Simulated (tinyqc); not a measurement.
Hall measurement with a parallel conducting layer.

Two layers in parallel, unit Hall factors, low field: 1/Rs = q (ns mu + n2 m2); apparent mobility (ns mu^2 + sg n2 m2^2)/(ns mu + n2 m2); apparent density (ns mu + n2 m2)^2/(ns mu^2 + sg n2 m2^2); a negative value means the sign of the second layer.

Values chosen for this exercise:
- ns = 5.3e13 cm^-2 (sheet density of the layer)
- mu = 660 cm^2/(V s) (drift mobility)
- m2 = 1400 cm^2/(V s) (mobility of the parallel layer)
- sg = -1 (sign of its carriers relative to the first layer)

Constants: q = 1.602176634e-19 C. Results are converted to the units shown.

Hall measurement with a parallel conducting layer:

| n2 (cm^-2) | Rs (ohm/square) | apparent density (cm^-2) | apparent mobility (cm^2/(V s)) | share of the conductance in layer 2 (%) |
|---|---|---|---|---|
| 2e11 | 177.0 | 5.478e13 | 643.6 | 0.7941 |
| 7e11 | 173.6 | 5.955e13 | 603.9 | 2.725 |
| 3e12 | 159.3 | 8.921e13 | 439.2 | 10.72 |
| 1e13 | 127.4 | 6.880e14 | 71.19 | 28.58 |
| 5e13 | 59.45 | -1.471e14 | -713.6 | 66.68 |
| 2e14 | 19.82 | -2.689e14 | -1171 | 88.89 |
| 9e14 | 4.820 | -9.633e14 | -1344 | 97.30 |
| 4e15 | 1.108 | -4.062e15 | -1387 | 99.38 |
| 2e16 | 0.2226 | -2.006e16 | -1397 | 99.88 |

What does the comparison show?

The apparent mobility falls from 644 to -1400 cm^2/(V s), between mu = 660 and sg m2 = -1400. The Hall signal vanishes at n2 = ns (mu/m2)^2 = 1.18e13 cm^-2, where the apparent density diverges.

Numbers from tinyqc (`OMP_NUM_THREADS=1 python tinyqc.py 2850207 2850208 out.jsonl`; about 0.01 s on one thread of a shared Intel Xeon 2.30GHz).
